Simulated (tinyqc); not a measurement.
Ballistic Schottky-barrier transistor with a two-dimensional channel, WKB contacts: effect of the screening length.

Source Fermi level 0, drain Fermi level -Vd. Far from the contacts Ec = pn - psi, and the gate moves psi one to one; the band edges relax as exp(-x/lam) from pn at the source and pn - Vd at the drain; Ev = Ec - Eg. A carrier of energy w inside the channel band meets at a contact a barrier of height D (the contact edge beyond the channel edge): T = 1 for w >= D, else exp(-S), S = 4 lam sqrt(m/C) [sqrt(D - w) - sqrt(w) arctan sqrt((D - w)/w)], C = hbar^2/(2 m0). The two contacts combine as Ts Td/(Ts + Td - Ts Td).

I/W = g (2 q^2/h) int T(w) [N(Es + w) - N(Ed + w)] dw with w the energy of motion along the channel, N(y) = (1/2 pi) sqrt(pi m kB T/C) Fm(-y/kB T), Fm(x) = (1/sqrt(pi)) int_0^infinity u^(-1/2)/(1 + exp(u - x)) du. Electrons: Ds = psi, Dd = psi - Vd, Es = Ec, Ed = Ec + Vd. Holes: Ds = -psi, Dd = Vd - psi, Es = -Ev, Ed = -Ev - Vd. The size of each current is taken; both flow from drain to source and add. The integrals are converged.

Values chosen for this exercise; channel values close to those of a tungsten diselenide layer:
- T = 300 K (temperature)
- pn = 0.53 eV (barrier for electrons at both contacts)
- mn = 0.36 m0 (electron mass)
- g = 2 (valleys or subbands)
- Vd = 0.5 V (drain bias)
- ps = 0.3 V (band shift psi of the channel by the gate)

Constants: q = 1.602176634e-19 C, kB = 1.380649e-23 J/K, hbar = 1.054571817e-34 J s, h = 6.62607015e-34 J s, m0 = 9.1093837015e-31 kg, Vt = kB T/q, hbar^2/(2 m0) = 0.0380998212 eV nm^2. Results are converted to the units shown.

Result of one run:

| lam (nm) | current of the electrons (uA/um) | share over the barriers (%) | \|d psi/d log10\| of this current (mV/decade) |
|---|---|---|---|
| 3.7 | 3.138e-5 | 2.222 | 168.8 |

What becomes of these results when the screening length at the contacts lam is changed from 3.7 to 2.6 nm, all else the same?

Result of the changed run:

| lam (nm) | current of the electrons (uA/um) | share over the barriers (%) | \|d psi/d log10\| of this current (mV/decade) |
|---|---|---|---|
| 2.6 | 9.532e-5 | 0.7316 | 127.7 |

The whole series:

| lam (nm) | current of the electrons (uA/um) | share over the barriers (%) | \|d psi/d log10\| of this current (mV/decade) |
|---|---|---|---|
| 0.5 | 0.01073 | 0.006497 | 68.73 |
| 1.6 | 4.979e-4 | 0.1401 | 95.84 |
| 2.6 | 9.532e-5 | 0.7316 | 127.7 |
| 3.7 | 3.138e-5 | 2.222 | 168.8 |
| 4.8 | 1.547e-5 | 4.506 | 214.0 |
| 5.9 | 9.575e-6 | 7.283 | 261.5 |
| 6.9 | 6.972e-6 | 10.00 | 305.7 |
| 8 | 5.352e-6 | 13.03 | 354.7 |

The current falls from 0.0107 to 5.35e-6 uA/um, while the share over the barriers rises from 0.00650 to 13.0 %: the thermionic part does not depend on lam, and a thinner barrier adds tunnelling. The swing rises from 68.7 to 355 mV/decade.

Range of the model: No scattering, image-force lowering, channel charge or band-to-band tunnelling; parabolic kappa overstates S deep in the gap.

Numbers from tinyqc (`OMP_NUM_THREADS=1 python tinyqc.py 2390046 2390047 out.jsonl`; about 0.5 s on one thread of a shared Intel Xeon 2.30GHz).
